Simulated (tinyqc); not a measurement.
What moves the results: thin (001) film in sp3s* tight binding with raised dangling bonds. A value that a table varies takes the place of the one given here.

Planes alternate anion (a), cation (c) along [001], a/4 apart, starting with an anion; zero in-plane momentum; levels counted from the bulk Ev, the lower root of [[Epa, Vxx], [Vxx, Epc]]; no spin-orbit coupling. Block of s, pz, s*: from an anion to the cation above, Vss/2 (s,s), Vsapc/2 (s,z), -Vscpa/2 (z,s), Vxx/2 (z,z), Vxapc/2 (s*,z), -Vpaxc/2 (z,s*); to the cation below the same with the s-z and s*-z signs reversed. Block of u = (px + py)/sqrt2 and v = (px - py)/sqrt2: to the cation above (Vxx + Vxy)/2 for u and (Vxx - Vxy)/2 for v, to the cation below the reverse. Each surface atom has two dangling sp3 hybrids; raising both by dl adds (dl/2) [[1, t], [t, 1]] to its s, pz levels (t = -1 at the bottom face, +1 at the top) and dl to the one of u, v in whose plane the missing bonds lie (v for a bottom anion or a top cation, u for a top anion).

Inputs chosen for the exercise (near a published set for InAs, fitted to gaps, whose masses and valley positions are rough; shifted at random, so the results belong to these values and not to a real crystal): p = (-9.492, 0.903, -2.737, 3.737, 7.393, 6.712, -5.572, 1.833, 4.495, 3.029, 5.394, 3.414, 3.911) eV (order Esa, Epa, Esc, Epc, Exa, Exc, Vss, Vxx, Vxy, Vsapc, Vscpa, Vxapc, Vpaxc); Nw = 19 (planes in the thicker film); a = 6.057 angstrom (lattice constant); dp = 30 eV (value of dl for the passivated films); Ns = (8, 11, 16, 18, 24, 35, 50, 69) (numbers of planes).

## States in the gap of a film

edges (eV): Gamma 0.39807, Delta 2.24824

Levels between 0 and the lower bulk edge, the largest weight on the two outer planes of both faces among them, and the nearest levels outside, for several shifts dl.

Film of Nw planes:
```
dl (eV)  levels in the gap  at (eV)  surface weight  next above (eV)  next below (eV)
0                        1    0.075            0.23           0.8998          -0.0873
1                        1    0.197            0.25           1.0519          -0.0830
2                        1    0.337            0.27           1.1399          -0.0812
3                        0        -               -           0.4819          -0.0691
5                        1    0.160            0.26           0.7238          -0.0791
10                       0        -               -           0.4005          -0.0781
30                       0        -               -           0.5451          -0.0772
100                      0        -               -           0.5865          -0.0769
```

Can the levels of the bare film be read as confined subbands?

No: with bare surfaces (dl = 0) 1 level lies in the bulk gap, with up to 23 % of the weight on the four outer planes, two a face, where an even spread gives 21 %: a state drawn out of a band edge by the surface, no confined subband, which would lie outside the bulk gap. The reruns show the bulk gap clear from dl = 10 eV on, and at dl = 30 eV the next level above lies -41.4 meV from its value at 100 eV. At dl = 3, 10 and 30 eV the next level above is more than 20 meV from its value at 100 eV, so the surface still acts on it. It is also clear at dl = 3 eV, between two surface states passing through.

## Gap against thickness

Passivated films (finite dp, so levels can still be some meV from their limit), thickness N a/4. Highest level below mid-gap (either block) and the two lowest above it. The exponents are -d ln(shift)/d ln N between the sixth and the last film, for the valence level and for the lowest conduction level.

Levels (eV):
```
N   thickness (angstrom)      Ev1     Ec1     Ec2     gap
8                  12.11  -0.2639  0.8387  2.0081  1.1026
11                 16.66  -0.1942  0.6621  1.6605  0.8564
16                 24.23  -0.0931  0.6127  1.3091  0.7058
18                 27.26  -0.0767  0.5871  1.2089  0.6638
24                 36.34  -0.0471  0.5358  0.9976  0.5829
35                 53.00  -0.0255  0.4726  0.7689  0.4981
50                 75.71  -0.0125  0.4564  0.6493  0.4689
69                104.48  -0.0070  0.4313  0.5516  0.4383
```

exponents: valence 1.90, conduction 1.19

The gap is 1.103 eV at 12.1 angstrom and 0.438 eV at 104.5, against 0.398 eV in the bulk along this line. At 18 planes the conduction side gives 189 meV of the widening and the valence side 77 meV. A hard-walled parabolic band has exponent 2; departures come from the offset between N a/4 and the effective width, from non-parabolicity and from the termination (odd and even N end differently: in the direction of the bond rows at the two faces and, in a compound, in the kind of atom), which also makes single steps in N uneven. Ec1 is the Gamma subband.

## What each change does

A film of Nw planes with shift dp: highest level below mid-gap (half the lower bulk edge) and the two lowest above. Each row changes one parameter from the base and keeps the others.

Results:
```
case        Ev1 (eV)  Ec1 (eV)  Ec2 (eV)
base         -0.0772    0.5451    1.1417
Nw = 20      -0.0643    0.5666    1.1260
dp = 60 eV   -0.0770    0.5752    1.1722
```

The largest shifts from the base row, up to three for each result and ties (the steps differ in size, so this ranks the rows, not the parameters). Ev1 (eV): Nw +0.0129, dp +0.0002. Ec1 (eV): dp +0.0301, Nw +0.0215. Ec2 (eV): dp +0.0305, Nw -0.0157. An odd change of Nw also changes which atoms end the film, so levels need not move as thickness alone would move them; the row for dp shows how far the passivation is from converged.

Computed by tinyqc, a small Python program: `OMP_NUM_THREADS=1 python tinyqc.py 1481009 1481010 out.jsonl` (the numbers bound the seed that draws the inputs); one thread of a shared host (Intel(R) Xeon(R) Processor @ 2.30GHz), about 0.4 s for the whole set of steps.
